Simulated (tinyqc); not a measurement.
From one set of inputs to another, one input at a time: single-domain magnet: Stoner-Wohlfarth switching, Neel-Arrhenius retention, LLG dynamics and spin torque. Computed by tinyqc, a small Python program. Command: `OMP_NUM_THREADS=1 python tinyqc.py 3025181 3025182 out.jsonl macro ladder`. One thread of a shared host (Intel(R) Xeon(R) Processor @ 2.30GHz), about 0.02 s of CPU time with the checks.

The moment is uniform, with unit vector m; z is the easy axis. mu_0 = 1.25663706212e-6 T m/A, gamma = 1.76085963023e11 rad/(s T).

The inputs printed are set A. Inputs not listed in the table keep their values of set A, so the rows need not describe a real material.

Inputs (values chosen for the exercise, for a model magnet):
```
quantity,value,unit
saturation magnetisation M_s,859,kA/m
diameter d,42,nm
thickness t,1.4,nm
interface anisotropy K_i,0.681,mJ/m^2
bulk anisotropy K_u,0,kJ/m^3
exchange stiffness A,15,pJ/m
temperature T,398,K
attempt frequency f0,2,GHz
field angle psi from the easy axis,60,degrees
reversing field h = H/H_K,0.26,-
waiting time t_w,1e-08,s
```

Shape: thin disc, easy axis normal to it.

Constants: k_B = 1.380649e-23 J/K.

Method:
- The disc is treated as an oblate spheroid with p = t/d: N_z = [1 - p arccos(p)/sqrt(1 - p^2)]/(1 - p^2); V = pi d^2 t/4; K_eff = K_u + K_i/t + K_shape, K_shape = -(mu_0 M_s^2/4)(3 N_z - 1); mu_0 H_K = 2 K_eff/M_s.
- Delta = K_eff V/(k_B T); tau = exp(Delta)/f0; probability of a flip within t_w: P = 1 - exp(-t_w/tau). Wall width parameter sqrt(A/K_eff); a two-domain state costs 4 sqrt(A K_eff) times the cross-section that the wall cuts (d t).
- Energy over K_eff V: e(theta) = sin^2(theta) + 2 h cos(theta - psi) for m at the angle theta from +z and a field that points at psi from -z (it pulls m away from +z towards negative theta); h_sw = (cos^(2/3) psi + sin^(2/3) psi)^(-3/2).
- The metastable minimum and the saddle are the two roots of e'(theta) = sin(2 theta) - 2 h sin(theta - psi) on either side of theta_c = -arctan(tan^(1/3) psi).

Each row keeps all changes above it:
```
input moved,from,to,K_eff (kJ/m^3),anisotropy field mu_0 H_K (T),barrier / (k_B T)
set A,-,-,57.73,0.13441,7.54
thickness t (nm),1.4,1.2,133.99,0.31196,15.00
saturation magnetisation M_s (kA/m),859,801,190.55,0.47579,21.33
reversing field h = H/H_K,0.26,0.24,190.55,0.47579,23.74
temperature T (K),398,77,190.55,0.47579,122.69
interface anisotropy K_i (mJ/m^2),0.681,0.52,56.39,0.14079,36.30
diameter d (nm),42,61,48.43,0.12093,65.78
```

Where does the difference come from?

K_eff goes from 57.7 to 48.4, a factor 0.839 in all. The largest single move comes from interface anisotropy K_i (a factor 0.296), and thickness t works against it (a factor 2.32). Anisotropy field mu_0 H_K goes from 0.134 to 0.121, a factor 0.900 in all. The largest single move comes from interface anisotropy K_i (a factor 0.296), and thickness t works against it (a factor 2.32). Barrier / (k_B T) goes from 7.54 to 65.8, a factor 8.73 in all. The largest single move comes from temperature T (a factor 5.17), and interface anisotropy K_i works against it (a factor 0.296). The single moves hold for this order of the switches; the total does not depend on the order.

Caution (all rows): a flat cylinder has a smaller N_z than the spheroid of the same t/d, so K_eff of a real disc is larger.

Extremes, crossings and ranges named in words are read from the listed rows.
